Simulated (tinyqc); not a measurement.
Inside a calculation. Method: plane-wave Kohn-Sham cycle with exchange-only LDA in a layered model solid. Computed by tinyqc, a small Python program that keeps every step. Settings: points = 16, plane-wave index or count = 3, electrons = 4, k points = 3, area = 24.0, mixing = 0.3, iteration cap = 66, Kerker q0 = 1.0. Command: `OMP_NUM_THREADS=1 python tinyqc.py 24876 24877 out.jsonl` (the two numbers bound the seeds that draw the settings). One thread of a shared host (Intel(R) Xeon(R) Processor @ 2.60GHz), about 0.04 s of CPU time with the checks.

A solid whose potential varies along x alone (atomic units):
```
parameter                      value
period a                    9.800000
cross-section of the cell  24.000000
electrons per cell                 4
grid points                       16
plane waves -n..n, n               3
k points                           3
V1 in V1 cos(2 pi x/a)     -0.760000
V2 in V2 cos(4 pi x/a)      0.040000
```

Stop when sqrt(dV sum R^2) is below 1e-8, dV = a A/N.

Course of the cycle:
```
iteration  E (hartree)  norm of the residual
1           -1.7231952              2.34e-01
2           -1.6149024              2.06e-01
3           -1.5284485              1.83e-01
4           -1.4600194              1.61e-01
5           -1.4062427              1.43e-01
6           -1.3642531              1.26e-01
7           -1.3316665              1.11e-01
8           -1.3065245              9.82e-02
9           -1.2872349              8.65e-02
10          -1.2725146              7.60e-02
11          -1.2613382              6.68e-02
...                ...                   ...
56          -1.2281455              1.54e-04
57          -1.2281455              1.35e-04
58          -1.2281455              1.18e-04
59          -1.2281455              1.03e-04
60          -1.2281455              9.01e-05
61          -1.2281455              7.88e-05
62          -1.2281455              6.89e-05
63          -1.2281455              6.02e-05
64          -1.2281455              5.27e-05
65          -1.2281455              4.61e-05
66          -1.2281455              4.03e-05
```

Can the last value be used, and what does the course show?

Not by the stop rule, although the second column moves by less than 1e-07 over the last three steps. Not converged within 66 iterations: the residual falls steadily but slowly, by a factor of about 0.87 a step. Reruns (cap 100 unless said): mixing 0.1: not converged; mixing 0.5, Kerker q0 1.0: converged in 74 (E = -1.22815); mixing 0.3, Pulay depth 5: converged in 26 (E = -1.22815); the original settings with a cap of 400: converged in 128 (E = -1.22815).
